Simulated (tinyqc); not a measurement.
Stillinger-Weber potential for a tetrahedral semiconductor. From C12 back to three-body strength lambda. Computed by tinyqc, a small Python program. Command: `OMP_NUM_THREADS=1 python tinyqc.py 3021152 3021153 out.jsonl swsi inv`. One thread of a shared host (Intel(R) Xeon(R) Processor @ 2.30GHz), about 0.1 s of CPU time with the checks.

With x = r/sigma: pair term eps A (B x^-4 - 1) exp(1/(x - a)); for each pair of neighbours j, k of atom i, three-body term eps lambda exp(gamma/(x_ij - a) + gamma/(x_ik - a)) (cos theta_jik + 1/3)^2; both vanish beyond x = a. A = 7.049556277, B = 0.6022245584, a = 1.8.

Inputs (values chosen for the exercise, modelled on silicon): energy scale eps = 2.212 eV; length scale sigma = 2.104 angstrom; gamma = 1.2.

Constants: 1 eV/angstrom^3 = 160.2176634 GPa.

Method. All angles are tetrahedral, so only the pair term acts; its minimum lies at x = 2^(1/6) with depth eps, and second neighbours lie beyond the cut-off. a0 = 4 d/sqrt3; E = -2 eps per atom. Second derivatives of the energy per atom, volume a0^3/8: e_xx gives C11, e_xx = -e_yy gives 2 (C11 - C12), e_xy = e_yx = h/2 gives the unrelaxed C44(0). Under that shear the second sublattice shifts by u_z; minimising over u_z gives C44 = C44(0) - E_hu^2/(E_uu V) and Kleinman's zeta = |E_hu/E_uu|/(a0/4). The optical force constant is k = 4 E_uu, with M omega^2 = k at the zone centre.

Question. A run gave the result below. Find the three-body strength lambda, known to lie between 19 and 37.

C12 = 76.04179 GPa

Answer.

Each step takes the trial c = (a f_b - b f_a)/(f_b - f_a), f being the result less the target and a, b, c the logarithms of the listed values; c replaces end b, the old b replaces a if the sign of f changed, and otherwise f_a is halved.

Scan of the range:
```
three-body strength lambda  C12 (GPa)
19.0                          79.3755
21.2                          76.7373
23.7                          73.7394
26.5                          70.3817
29.6                          66.6643
33.1                          62.4673
37.0                          57.7906
```

False position (Illinois rule, in the logarithm of the input) inside the bracket:
```
step    end a    end b    trial  C12 (GPa)
1     21.2000  23.7000  21.7554    76.0713
2     23.7000  21.7554  21.7790    76.0430
3     23.7000  21.7790  21.7809    76.0407
4     21.7790  21.7809  21.7800    76.0418
```

C12 falls at every point of a 13-point scan of the range (every second point is shown), so one value fits; it is bracketed by 21.2 and 23.7. The scan shows a straight line, so linear interpolation between any two rows gives the answer at once. Answer: three-body strength lambda = 21.78.
